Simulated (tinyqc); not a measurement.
## Doping from resistivity

Question. A uniform, uncompensated and fully ionised sample has rho = 1/(q N mu), mu = m1 + (m2 (T/300 K)^(-bt) - m1)/(1 + (N/Nr)^am). Find N, mu and the diffusion coefficient mu Vt.

Parameters, values chosen for the exercise: temperature T = 300 K; mobility limit at high doping m1 = 44.9 cm^2/(V s); mobility limit at low doping, at 300 K m2 = 484 cm^2/(V s); reference doping of the mobility law Nr = 2.28e17 cm^-3; exponent of the mobility law am = 0.736; temperature exponent of m2 bt = 2.4.

Constants: q = 1.602176634e-19 C, kB = 1.380649e-23 J/K, Vt = kB T/q. Results are converted to the units shown.

resistivity = 0.028041775 ohm cm

Solution. With am below 1 the product N mu rises steadily with N, so one doping matches; it is found by iterating N = 1/(q rho mu(N)).

N = 1.80e18 cm^-3
mu = 124 cm^2/(V s)
diffusion coefficient = 3.20 cm^2/s

tinyqc, about 0.01 s, one thread, Intel Xeon 2.30GHz (shared host): `OMP_NUM_THREADS=1 python tinyqc.py 2110160 2110161 out.jsonl`
